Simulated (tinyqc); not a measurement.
Free and nearly free electrons in a metal, step by step. Values are carried at full precision from step to step, so a last printed digit may differ when a step is redone from the rounded ones.

The cubic cell holds 4 atoms: n = 4 z/a^3, kF = (3 pi^2 n)^(1/3), EF = c kF^2/m, vF = 2 c kF/(m hbar), c = hbar^2/2m0; rs = (3/(4 pi n))^(1/3)/a0; D(EF) = 3 n/(2 EF).

Constants: hbar^2/2m0 = 3.80998211 eV angstrom^2; hbar = 6.58211957e-16 eV s; a0 (Bohr radius) = 0.5291772105 angstrom; kB = 8.617333262e-05 eV/K.

Inputs chosen for the exercise (near those of Ag, whose d bands this model ignores; the results hold for these values, not for the real material): a = 4.092 angstrom (fcc lattice constant); z = 1 (free electrons an atom); m = 1.12 m0 (mass); rho = 1.73 micro-ohm cm (bulk resistivity); T = 300 K; V = 2.13 eV (|V_G| for G = (111)); x = 0.81 (k along G as a share of |G|/2).

## The Fermi sphere

Evaluate the free-electron quantities.

n = 0.05838 1/angstrom^3
kF = 1.2001 1/angstrom
EF = 4.900 eV
vF = 1.240e+06 m/s
rs = 3.022
D(EF) per atom = 0.3062 1/eV

## Relaxation time and mean free path

Drude: 1/rho = n e^2 tau/(m m0) with e = 1.602176634e-19 C and m0 = 9.1093837e-31 kg; mean free path l = vF tau; rho l = hbar kF/(n e^2) = 12 pi^3 hbar/(e^2 S) with S = 4 pi kF^2 does not depend on tau or m.

Use SI units: n in 1/m^3 (1e30 per 1/angstrom^3), rho in ohm m (1e-8 per micro-ohm cm).

tau = 39.35 fs
l = 48.82 nm
rho l = 8.446 1e-16 ohm m^2

Wires lose conductivity to surfaces and grain boundaries, with an excess that scales as rho l over the width and is of the order of rho itself at a width of l = 49 nm.

## Thermal quantities

gamma = (pi^2/3) kB^2 D(EF) per atom, times 96485.33 x 1e3 for mJ/(mol K^2); mu(T) = EF (1 - (pi kB T/EF)^2/12); Wiedemann-Franz kappa = L0 T/rho with L0 = (pi^2/3) (kB/e)^2, kB/e in V/K.

gamma = 0.722 mJ/(mol K^2)
mu - EF = -0.1122 meV
kappa = 424 W/(m K)

## The sphere against the zone faces

Take G = (hkl) 2 pi/a for (111), (200) and (220), with the number of equivalent faces. The Bragg plane of G lies at |G|/2 with |G| = (2 pi/a) sqrt(h^2 + k^2 + l^2). Where kF exceeds it, the sphere cuts the plane in a circle of radius sqrt(kF^2 - G^2/4).

Distance and circle for each G:

| G | faces | \|G\|/2 (1/angstrom) | kF/(\|G\|/2) | circle radius |
|---|---|---|---|---|
| (111) | 8 | 1.3298 | 0.9025 | - |
| (200) | 6 | 1.5355 | 0.7816 | - |
| (220) | 12 | 2.1715 | 0.5527 | - |

The sphere stays inside the first zone; it reaches 0.903 of the way to the nearest faces.

## Two plane waves near the face

Two plane waves k and k - G, G = (111) (2 pi/a): H = [[c k^2/m, V], [V, c (k - G)^2/m]] with c = hbar^2/2m0.

Build H for k along G, diagonalise, and give the weight of the first wave in the lower state and its velocity along G relative to a free electron, (w k + (1 - w)(k - G))/k.

H (eV):
```
        1       2
1  3.9466  2.1300
2  2.1300  8.5182
```

levels (eV): 3.1080  9.3568

w = 0.8658
v/v_free = 0.6686

The splitting is 6.249 eV here and 2V = 4.26 eV on the face, where the normal velocity vanishes. There the lower band lies at 3.885 eV, below the free EF of 4.900 eV, so by this test the Fermi surface touches the face (V is large against EF, which it lowers, so the test is rough). The real noble metals have necks on these faces, through a gap of 4 to 5 eV at L and their d bands.

## Checks

- Lower level against the closed form of the 2 x 2 problem (eV): both 3.1080.
- The product rho l against hbar kF/(n e^2) (1e-16 ohm m^2): both 8.446.

tinyqc: `OMP_NUM_THREADS=1 python tinyqc.py 1651019 1651020 out.jsonl`; about 0.01 s, one thread, shared Intel(R) Xeon(R) Processor @ 2.30GHz.
